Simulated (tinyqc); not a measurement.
Admittance spectroscopy and thermally stimulated current of one trap level in a depletion layer: one step, computed by the program tinyqc. Command: `OMP_NUM_THREADS=1 python tinyqc.py 3112214 3112215 out.jsonl admit walk`. One thread of a shared host (Intel(R) Xeon(R) Processor @ 2.30GHz), about 0.01 s of CPU time with the checks.

A Schottky junction on n-type material holds one donor-like electron trap; shallow donors are fully ionised and abrupt depletion edges are assumed.

Problem. Temperature of the peak. N_c = 2 (2 pi m k_B T/h^2)^(3/2), v_th = sqrt(3 k_B T/m), emission rate e_n = sigma v_th N_c exp(-E_t/(k_B T)). Where the level crosses the Fermi level capture equals emission, so the trap follows the signal with the rate 2 e_n; G/omega peaks at omega = 2 e_n (the correction for large N_t/N is left out). Solve 2 e_n(T_p) = 2 pi f.

Inputs (values chosen for the exercise, modelled on n-type 4H-SiC):
```
quantity                         value    unit
density-of-states mass m         0.747     m_0
shallow doping N               5.6e+16  1/cm^3
trap depth E_t below the band    0.394      eV
capture cross section sigma    2.3e-16    cm^2
test frequency f                800000      Hz
```

Constants: k_B = 1.380649e-23 J/K; m_0 = 9.1093837015e-31 kg; h = 6.62607015e-34 J s; k_B = 8.617333262e-05 eV/K.

Give: peak temperature T_p; N_c at T_p; e_n at T_p; E_c - E_F = k_B T_p ln(N_c/N).

Solution.

peak temperature T_p = 430.3 K

N_c at T_p = 2.783e+19 1/cm^3

e_n at T_p = 2.513e+06 1/s

E_c - E_F = k_B T_p ln(N_c/N) = 0.2302 eV
